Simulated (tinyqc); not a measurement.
From results back to parameters: short-period [001] superlattice in sp3s* tight binding. Two cases, with inputs chosen for the exercise.

Problem. The lowest empty level at q = 0 of a cell with n = nw and m = 6 was computed for a hidden offset dEv between 0.05 and 0.9 eV.

Planes alternate anion, cation along [001], a/4 apart; at zero in-plane momentum s, pz, s* form one block. All levels of A are shifted so that its Ev (lower root of [[Epa, Vxx], [Vxx, Epc]]) is 0, and those of B so that its Ev is -dEv. A monolayer is an anion plane and the cation plane above it; an anion between unlike cations takes the mean of the two anion levels; each bond takes the couplings of its cation. Block from an anion to the cation above: U with Vss/2 (s,s), Vsapc/2 (s,z), -Vscpa/2 (z,s), Vxx/2 (z,z), Vxapc/2 (s*,z), -Vpaxc/2 (z,s*); to the cation below: the same with the s-z and s*-z signs reversed. The cell of n + m monolayers is closed with the phase exp(2 pi i q). No spin-orbit coupling. In this block 2 (n + m) levels are filled.

Find: dEv.

Case 1.

Values chosen (out of a larger set: A near a published set for GaAs, B for AlAs; not measured data): pA = (-8.35, 1.043, -2.656, 3.661, 8.566, 6.727, -6.469, 1.958, 5.066, 4.49, 5.784, 4.84, 4.807) eV (order Esa, Epa, Esc, Epc, Exa, Exc, Vss, Vxx, Vxy, Vsapc, Vscpa, Vxapc, Vpaxc); pB = (-7.531, 0.983, -1.166, 3.583, 7.461, 6.732, -6.671, 1.874, 4.294, 5.114, 5.512, 4.533, 5.006) eV (the same for B); nw = 13 (monolayers of A).

level = 1.680922 eV

Solution.

dEv = 0.34 eV

The level falls as dEv grows, since the conduction edges of B come down with it: 1.6909 eV at 0.05 and 1.3874 eV at 0.9. Bisection finds the one offset that fits; the slope there is -0.038, about minus the weight of the state in B.

Case 2.

Values chosen (out of a larger set: A near a published set for GaAs, B for AlAs; not measured data): pA = (-8.344, 1.044, -2.663, 3.67, 8.608, 6.745, -6.437, 1.956, 5.091, 4.469, 5.769, 4.836, 4.809) eV (order Esa, Epa, Esc, Epc, Exa, Exc, Vss, Vxx, Vxy, Vsapc, Vscpa, Vxapc, Vpaxc); pB = (-7.535, 0.981, -1.166, 3.594, 7.497, 6.732, -6.664, 1.88, 4.294, 5.098, 5.483, 4.514, 4.986) eV (the same for B); nw = 10 (monolayers of A).

level = 1.680452 eV

Solution.

dEv = 0.54 eV

The level falls as dEv grows, since the conduction edges of B come down with it: 1.7099 eV at 0.05 and 1.4158 eV at 0.9. Bisection finds the one offset that fits; the slope there is -0.072, about minus the weight of the state in B.

Computed by tinyqc, one run a case: `OMP_NUM_THREADS=1 python tinyqc.py N N+1 out.jsonl` with N = 1481421, 1481437; one thread of a shared Intel(R) Xeon(R) Processor @ 2.30GHz, about 0.4 s a run at most.
